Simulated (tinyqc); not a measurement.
# Slope factor and drain-induced lowering from three currents

Problem. With source and body at 0 V, I = A exp((Vg + dd Vd)/(nf Vt)) (1 - exp(-Vd/Vt)). Find nf, the swing nf Vt ln 10 and dd.

Inputs (values chosen for the exercise): temperature T = 378 K.

Constants: q = 1.602176634e-19 C, kB = 1.380649e-23 J/K, Vt = kB T/q. Results are converted to the units shown.

currents at (Vg, Vd) = (0, 0.05), (0, 1.1) and (0.1, 1.1) V (nA/um): 2.9259635  130.28424  1461.2161

Solution. The pair at equal Vd gives nf; the pair at equal Vg, after dividing out the factors 1 - exp(-Vd/Vt), gives dd.

nf = 1.27
swing = 95.3 mV/decade
dd = 0.140

Computed by the program tinyqc: `OMP_NUM_THREADS=1 python tinyqc.py 2242248 2242249 out.jsonl`, one thread of a shared Intel Xeon 2.30GHz, about 0.03 s for the whole run.
